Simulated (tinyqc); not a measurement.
Stress in a transistor channel from embedded alloy regions, liners and fins, by half-space elasticity. Changing the recess depth d. Computed by tinyqc, a small Python program. Command: `OMP_NUM_THREADS=1 python tinyqc.py 3023257 3023258 out.jsonl stressor sweep`. One thread of a shared host (Intel(R) Xeon(R) Processor @ 2.30GHz), about 0.06 s of CPU time with the checks.

Plane strain in an isotropic half-space, the same constants everywhere; x along the channel from its centre, y downwards from the free surface; stress is positive in tension.

Inputs (values chosen for the exercise, modelled on silicon): alloy fraction x = 0.02; lattice change per unit x, beta = -0.44; Young's modulus E = 165 GPa; Poisson ratio nu = 0.26; channel length L = 62 nm; length of each stressor S = 45 nm; depth of the field point y = 1.6 nm; longitudinal piezoresistance coefficient = -33 1e-11/Pa; vertical piezoresistance coefficient = 53.3 1e-11/Pa.

Stressor: Si(1-x)C(x) source and drain.

Method:
- Misfit e = beta x. A fully constrained inclusion holds the stress -p with p = E e/(1 - 2 nu); a blanket film would hold -E e/(1 - nu) in the plane.
- A line element dA of misfit at (a, c) in the half-space gives, with C = E e/(2 pi (1 - nu)), X = x - a, r1^2 = X^2 + (y - c)^2, r2^2 = X^2 + Y^2, Y = y + c: s_xx = -C dA {[X^2 - (y - c)^2]/r1^4 + 3 [X^2 - Y^2]/r2^4 + 4 y Y (Y^2 - 3 X^2)/r2^6}, s_yy = C dA {[X^2 - (y - c)^2]/r1^4 - [X^2 - Y^2]/r2^4 + 4 y Y (Y^2 - 3 X^2)/r2^6}. These are integrated over two rectangles, L/2 < |a| < L/2 + S, 0 < c < d (closed form in a, 200 Gauss-Legendre points in c).
- At x = y = 0 the integral is s_xx = -(4/pi) [E e/(1 - nu)] [arctan(2 d/L) - arctan(d/(L/2 + S))].
- d mu/mu = -(pi_L s_xx + pi_z s_yy) for the embedded regions alone; the stress across the width is left out.

One run for each value:
```
recess depth d (nm)  s_xx (MPa)  s_xx at the surface (MPa)  s_yy (MPa)  mobility change (%)
5.0                      230.49                      235.4      0.9261                7.557
8.3                      371.03                      381.8      1.3862               12.170
14.0                     580.95                      604.7      1.7897               19.076
23.0                     815.89                      860.5      1.6403               26.837
39.0                     992.37                     1062.0      0.7678               32.707
65.0                     961.96                     1044.9      0.0502               31.742
110.0                    740.64                      824.2     -0.1461               24.449
300.0                    284.69                      362.6     -0.1150                9.401
```

Give the missing row, recess depth d (nm) = 180.0.

Computed row:
```
recess depth d (nm)  s_xx (MPa)  s_xx at the surface (MPa)  s_yy (MPa)  mobility change (%)
180.0                    491.70                      572.0     -0.1342               16.233
```

Interpolating between the two neighbouring rows (the first column on a logarithmic scale, the others too where they are positive) misses most in s_xx (MPa), by 5.8 %. Over the rows, s_xx (MPa) goes from 230 through a maximum among these rows, 992 at 39.0, to 285; s_xx at the surface (MPa) goes from 235 through a maximum among these rows, 1060 at 39.0, to 363; s_yy (MPa) lies between -0.146 and 1.79 without a single trend. At the surface the maximum lies at d = sqrt((L/2)(L/2 + S)) = 49 nm: an element deeper than its horizontal distance has the opposite effect on the surface, by the sign of X^2 - c^2.

Caution (rows 14.0, 23.0, 39.0, 65.0, 110): beyond a few hundred MPa bulk piezoresistance coefficients no longer describe an inversion layer well.

Extremes, crossings and ranges named in words are read from the listed rows.
